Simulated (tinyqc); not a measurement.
# Electroplating on a thin resistive seed layer: kinetics, Wagner number and the terminal effect across a wafer, step by step

A worked calculation. Computed by tinyqc, a small Python program that keeps every step. Command: `OMP_NUM_THREADS=1 python tinyqc.py 3121156 3121157 out.jsonl terminal walk`. One thread of a shared host (Intel(R) Xeon(R) Processor @ 2.30GHz), about 0.02 s of CPU time with the checks. Intermediate numbers are printed to about 6 digits and carried at full precision; extremes and crossings named in words are read from the listed rows.

Current enters the seed at the rim. The bath is treated as a local resistance per area (no lateral flow in the liquid), two electrons per ion, molar volume 7.11 cm^3/mol, Faraday constant F = e N_A, kinematic viscosity 0.01 cm^2/s, omega = 2 pi x rpm/60; k_B T/e is in volts.

Inputs (values chosen for the exercise, of the order of those for copper plating from an acid sulfate bath):
```
quantity                               value         unit
wafer radius R                            10           cm
seed thickness t                         9.8           nm
seed resistivity                          21  microohm cm
bath conductivity kappa                 0.38         S/cm
gap to the anode h                       5.3           cm
extra resistance of a porous plate       240     ohm cm^2
exchange current density i_0           0.044      mA/cm^2
cathodic transfer coefficient alpha     0.57            -
mean current density                      25      mA/cm^2
diffusivity of the metal ion         4.4e-06       cm^2/s
metal ion concentration                 0.72        mol/L
rotation rate                             30          rpm
temperature T                            298            K
```

Constants: e = 1.602176634e-19 C; N_A = 6.02214076e+23 1/mol; k_B = 8.617333262e-05 eV/K.

## Rate, limit and resistances

Growth rate = i V_m/(2 F). Levich limit i_L = 0.62 x 2 F D^(2/3) omega^(1/2) nu^(-1/6) c. Tafel overpotential eta = (k_B T/(alpha e)) ln(i/i_0); kinetic resistance k_B T/(alpha e i); bath resistance h/kappa + plate; R_s = resistivity/t; Wagner number = kinetic resistance x kappa/R.

growth rate = 552.675 nm/min

limiting current i_L = 88.3267 mA/cm^2

overpotential = 285.740 mV

kinetic resistance = 1.80208 ohm cm^2

bath resistance R_b = 253.947 ohm cm^2

sheet resistance R_s = 21.4286 ohm/square

Wagner number = 0.0684791

## Linear estimate of the terminal effect

Linearised: with R_t = kinetic + bath resistance the current density obeys (1/r)(r i')' = i R_s/R_t, so i = A I_0(r/l), l = sqrt(R_t/R_s); with x = R/l, edge/centre = I_0(x) and edge/mean = x I_0(x)/(2 I_1(x)). Voltage drop in the seed for a uniform current: i R_s R^2/4.

length l = 3.45470 cm

x = R/l = 2.89460

edge over centre, linear = 4.48330

edge over mean, linear = 1.80488

drop for uniform current = 13392.9 mV

## Current distribution

Full model: seed potential phi(r) with (1/r)(r phi')' = R_s i, where i solves phi = R_b i + (k_B T/(alpha e)) ln(i/i_0) (phi being the driving voltage left at r); phi'(0) = 0 and phi'(R) = R_s i_mean R/2. Solved by collocation to a tolerance of 1e-7.

Across the wafer:
```
r/R   i (mA/cm^2)   i/mean  i/mean, linear
0.00      10.0928  0.40371         0.40258
0.20      10.9478  0.43791         0.43702
0.40      13.7381  0.54953         0.54924
0.60      19.2020  0.76808         0.76842
0.75      25.8961  1.03585         1.03635
0.90      35.9042  1.43617         1.43619
1.00      45.1457  1.80583         1.80488
```

edge over centre, full model = 4.47307

The full model gives 4.47 against 4.48 from the linear form; the kinetic resistance, which the linear form holds fixed, is a small part of R_t here. Caution: at the rim the current nears the limiting value, which would flatten the real profile.

## As the film thickens, and with more bath resistance

The film is taken as uniform, with the seed resistivity; the last column adds 100 ohm cm^2 to R_b. Extra power of that plate = i^2 x 100 ohm cm^2 x area.

Edge over centre:
```
thickness (nm)  R_s (ohm/square)  as given  with 100 ohm cm^2 more
9.8                      21.4286   4.47307                 3.17473
14.7                     14.2857   2.96401                 2.28518
19.6                     10.7143   2.35464                 1.90684
29.4                      7.1429   1.82970                 1.56850
49.0                      4.2857   1.46485                 1.32461
98.0                      2.1429   1.22069                 1.15635
196.0                     1.0714   1.10751                 1.07672
```

extra power = 19.6350 W

The ratio falls below 1.1 in none of these rows as given, and from 196 nm on with the added resistance: what counts is R_s R^2 against the sum of kinetic and bath resistance.

Checks made by the program: mean of the distribution (relative difference 2e-07).
